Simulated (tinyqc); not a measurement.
Worked calculation: Pariser-Parr-Pople SCF with singles CI, for the molecule C=CC=CC=CC=C (SMILES; centres numbered as the heavy atoms are written). One step of it, computed by the program tinyqc.

Task: Iteration 2: Fock matrix. F_rr = H_rr + P_rr gamma_rr / 2 + sum_(s != r) P_ss gamma_rs; F_rs = H_rs - P_rs gamma_rs / 2; E = tr P (H + F) / 2 + core repulsion sum_(r<s) z_r z_s gamma_rs.

P after iteration 1, order 1C, 2C, 3C, 4C, 5C, 6C, 7C, 8C:
```
[[1.314084, 0.741524, -0.141356, -0.485390, -0.070452, 0.208141, 0.079622, -0.203183],
 [0.741524, 0.945805, 0.640730, 0.140781, -0.043407, -0.085650, -0.035938, 0.079622],
 [-0.141356, 0.640730, 1.021699, 0.686926, 0.128197, -0.173355, -0.085650, 0.208141],
 [-0.485390, 0.140781, 0.686926, 0.718413, 0.412476, 0.128197, -0.043407, -0.070452],
 [-0.070452, -0.043407, 0.128197, 0.412476, 0.718413, 0.686926, 0.140781, -0.485390],
 [0.208141, -0.085650, -0.173355, 0.128197, 0.686926, 1.021699, 0.640730, -0.141356],
 [0.079622, -0.035938, -0.085650, -0.043407, 0.140781, 0.640730, 0.945805, 0.741524],
 [-0.203183, 0.079622, 0.208141, -0.070452, -0.485390, -0.141356, 0.741524, 1.314084]]
```

core matrix H (eV), order 1C, 2C, 3C, 4C, 5C, 6C, 7C, 8C:
```
[[-30.697454, -2.390000, 0.000000, 0.000000, 0.000000, 0.000000, 0.000000, 0.000000],
 [-2.390000, -34.577335, -2.390000, 0.000000, 0.000000, 0.000000, 0.000000, 0.000000],
 [0.000000, -2.390000, -36.767252, -2.390000, 0.000000, 0.000000, 0.000000, 0.000000],
 [0.000000, 0.000000, -2.390000, -37.700911, -2.390000, 0.000000, 0.000000, 0.000000],
 [0.000000, 0.000000, 0.000000, -2.390000, -37.700911, -2.390000, 0.000000, 0.000000],
 [0.000000, 0.000000, 0.000000, 0.000000, -2.390000, -36.767252, -2.390000, 0.000000],
 [0.000000, 0.000000, 0.000000, 0.000000, 0.000000, -2.390000, -34.577335, -2.390000],
 [0.000000, 0.000000, 0.000000, 0.000000, 0.000000, 0.000000, -2.390000, -30.697454]]
```

repulsion gamma_rs (eV), order 1C, 2C, 3C, 4C, 5C, 6C, 7C, 8C:
```
[[11.130000, 5.345504, 3.872202, 2.880878, 2.343816, 1.946733, 1.680513, 1.467807],
 [5.345504, 11.130000, 5.346849, 3.872231, 2.881414, 2.343827, 1.946998, 1.680513],
 [3.872202, 5.346849, 11.130000, 5.344561, 3.872202, 2.880878, 2.343827, 1.946733],
 [2.880878, 3.872231, 5.344561, 11.130000, 5.345808, 3.872202, 2.881414, 2.343816],
 [2.343816, 2.881414, 3.872202, 5.345808, 11.130000, 5.344561, 3.872231, 2.880878],
 [1.946733, 2.343827, 2.880878, 3.872202, 5.344561, 11.130000, 5.346849, 3.872202],
 [1.680513, 1.946998, 2.343827, 2.881414, 3.872231, 5.346849, 11.130000, 5.345504],
 [1.467807, 1.680513, 1.946733, 2.343816, 2.880878, 3.872202, 5.345504, 11.130000]]
```

Centres (angstrom, eV; a flat drawing with bonds scaled to 1.40 angstrom):
```
centre          x          y  core charge z          W   gamma_rr
1C      -4.252000  -0.231000              1  11.160000  11.130000
2C      -3.020000   0.434000              1  11.160000  11.130000
3C      -1.828000  -0.299000              1  11.160000  11.130000
4C      -0.596000   0.367000              1  11.160000  11.130000
5C       0.596000  -0.367000              1  11.160000  11.130000
6C       1.828000   0.299000              1  11.160000  11.130000
7C       3.020000  -0.434000              1  11.160000  11.130000
8C       4.252000   0.231000              1  11.160000  11.130000
```

Give: F; pi energy.

Result:

F (eV), order 1C, 2C, 3C, 4C, 5C, 6C, 7C, 8C:
```
[[-5.112, -4.372, 0.274, 0.699, 0.083, -0.203, -0.067, 0.149],
 [-4.372, -5.530, -4.103, -0.273, 0.063, 0.100, 0.035, -0.067],
 [0.274, -4.103, -6.596, -4.226, -0.248, 0.250, 0.100, -0.203],
 [0.699, -0.273, -4.226, -7.192, -3.493, -0.248, 0.063, 0.083],
 [0.083, 0.063, -0.248, -3.493, -7.192, -4.226, -0.273, 0.699],
 [-0.203, 0.100, 0.250, -0.248, -4.226, -6.596, -4.103, 0.274],
 [-0.067, 0.035, 0.100, 0.063, -0.273, -4.103, -5.530, -4.372],
 [0.149, -0.067, -0.203, 0.083, 0.699, 0.274, -4.372, -5.112]]
```

pi energy = -97.408 eV
